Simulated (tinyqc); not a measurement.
Tuning the antireflection layer: standing waves and exposure in a photoresist film.

Normal incidence from air. Unexposed resist: N1 = n1 + i k1 with k1 = (A + B) lam/(4 pi), lam in micrometres. r01 = (1 - N1)/(1 + N1), t01 = 2/(1 + N1). Below the resist lie the layer Na = na + i ka and the substrate Ns = ns + i ks: r12 = (r1a + ras x)/(1 + r1a ras x), x = exp(4 pi i Na da/lam), r1a = (N1 - Na)/(N1 + Na), ras = (Na - Ns)/(Na + Ns). With p = exp(2 pi i N1 d/lam), the field at depth z is E(z) = t01 [exp(2 pi i N1 z/lam) + r12 p^2 exp(-2 pi i N1 z/lam)]/(1 + r01 r12 p^2), the relative intensity I(z) = n1 |E(z)|^2 and the reflectance R = |(r01 + r12 p^2)/(1 + r01 r12 p^2)|^2.

Parameters, chosen for this exercise (a resist on Al, indices near tabulated ones; not measured data):
- lam = 365 nm (vacuum wavelength)
- n1 = 1.699 (resist index)
- A = 0.83 1/micrometre (bleachable absorption (Dill A))
- B = 0.11 1/micrometre (fixed absorption (Dill B))
- d = 1171 nm (resist thickness)
- ns = 0.404 (substrate n)
- ks = 4.437 (substrate k)
- na = 1.703 (n of the bottom antireflection layer)
- ka = 0.258 (its k)

da takes the values listed; the contrast is (Imax - Imin)/(Imax + Imin) over the lowest period of the resist (60 depths).

Results:
```
da (nm)  |r12|^2  contrast
0         0.8674     0.987
10        0.7893     0.980
20        0.6595     0.961
30        0.5053     0.923
40        0.3621     0.862
50        0.2518     0.784
60        0.1803     0.708
75        0.1360     0.648
90        0.1386     0.660
110       0.1477     0.620
140       0.0788     0.483
```

What does the comparison show, and why?

|r12|^2 starts at 0.8674 and is lowest, 0.0788, at 140 nm of those listed, where the contrast is 0.483 against 0.987. The contrast follows 2|r|/(1 + |r|^2), so even |r12|^2 = 0.01 leaves about 0.2. No listed thickness brings |r12|^2 below 0.01.

Run: tinyqc, `OMP_NUM_THREADS=1 python tinyqc.py 1652515 1652516 out.jsonl`; Intel(R) Xeon(R) Processor @ 2.30GHz, one thread, shared host; about 0.01 s of CPU time with all checks.
